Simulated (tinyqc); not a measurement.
Inside a calculation. Method: plane-wave Kohn-Sham cycle with exchange-only LDA in a layered model solid. One step of it, computed by the program tinyqc.

Question. Iteration 1: levels at that k. Diagonalise the Hermitian matrix.

H (hartree), lower triangle:
```
           -3         -2         -1         +0         +1         +2        +3
-3   0.995262
-2  -0.150000   0.274327
-1   0.095000  -0.150000  -0.126193
+0   0.000000   0.095000  -0.150000  -0.206297
+1   0.000000   0.000000   0.095000  -0.150000   0.034015
+2   0.000000   0.000000   0.000000   0.095000  -0.150000   0.594742
+3   0.000000   0.000000   0.000000   0.000000   0.095000  -0.150000  1.475885
```

Give: eigenvalues.

Answer.

eigenvalues (hartree): -0.340  -0.196  0.079  0.324  0.624  1.040  1.511
